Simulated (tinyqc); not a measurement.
Fermi level and growth conditions: formation energy of a charged point defect from supercell energies. Computed by tinyqc, a small Python program. Command: `OMP_NUM_THREADS=1 python tinyqc.py 3010327 3010328 out.jsonl formation walk`. One thread of a shared host (Intel(R) Xeon(R) Processor @ 2.30GHz), about 0.01 s of CPU time with the checks.

The host is a compound AB. Making the defect adds n_A = 1, n_B = 0 atoms to the cell. All total energies are inputs. E_F is counted from the valence-band maximum (VBM); x = 0 is A-rich and x = 1 B-rich growth.

Inputs (values chosen for the exercise, with gap and screening modelled on InP):
```
quantity,value,unit
gap E_g,1.35,eV
E_VBM of the host cell,1.386,eV
potential alignment dV,0.029,eV
dielectric constant eps,13,-
cell length L,14.7,angstrom
mu_A of the pure element,-5.438,eV
formation enthalpy dH of AB,-0.378,eV
growth condition x,0.11,-
```

Defect: A interstitial. Supercell lattice: sc.

charge states q: [2, 1, 0]

E(defect, q) - E(host), in the order of q (eV): [-8.311, -6.204, -3.651]

Constants: e^2/(4 pi eps_0) = 14.39964548 eV angstrom.

Method:
- dmu_A = x dH and dmu_B = (1 - x) dH, so that dmu_A + dmu_B = dH; mu = mu(element) + dmu.
- The reservoir term is sum n_i mu_i.
- Image-charge correction of a point charge in a neutralising background: E_corr = q^2 alpha e^2/(4 pi eps_0) / (2 eps L), alpha = 2.837297 for a sc array with L the cube root of the volume.
- E_f(q, E_F) = [E(defect, q) - E(host)] - sum n_i mu_i + q (E_VBM + dV + E_F) + E_corr(q).
- Each entry is the lowest E_f over q.

E_f(q, 0) (eV): (q=+2) 0.42617, (q=+1) 0.79748, (q=0) 1.82858

sum n_i mu_i = -5.47958 eV

Lowest formation energy (eV):
```
E_F (eV),stable q,"A-rich, x = 0",x = 0.5,"B-rich, x = 1"
0.000,+2,0.3846,0.5736,0.7626
0.169,+2,0.7226,0.9116,1.1006
0.338,+2,1.0606,1.2496,1.4386
0.506,+1,1.2619,1.4509,1.6399
0.675,+1,1.4309,1.6199,1.8089
0.844,+1,1.5999,1.7889,1.9779
1.013,+1,1.7689,1.9579,2.1469
1.181,0,1.7870,1.9760,2.1650
1.350,0,1.7870,1.9760,2.1650
```

What follows from these numbers?

Going from A-rich to B-rich growth shifts every line by +0.378 eV and moves no transition level. The slope of the envelope is the stable charge, so E_f is highest in the rows from E_F = 1.18 to 1.35 eV, where the neutral state is stable: the defect forms most easily in p-type material. Caution: the largest image-charge correction in these energies, q^2 alpha e^2/(8 pi eps_0 eps L) with alpha = 2.837297, exceeds a quarter of the gap; the point-charge term alone is then a rough estimate, usually too large for a charge that is spread out.

Extremes, crossings and ranges named in words are read from the listed rows.
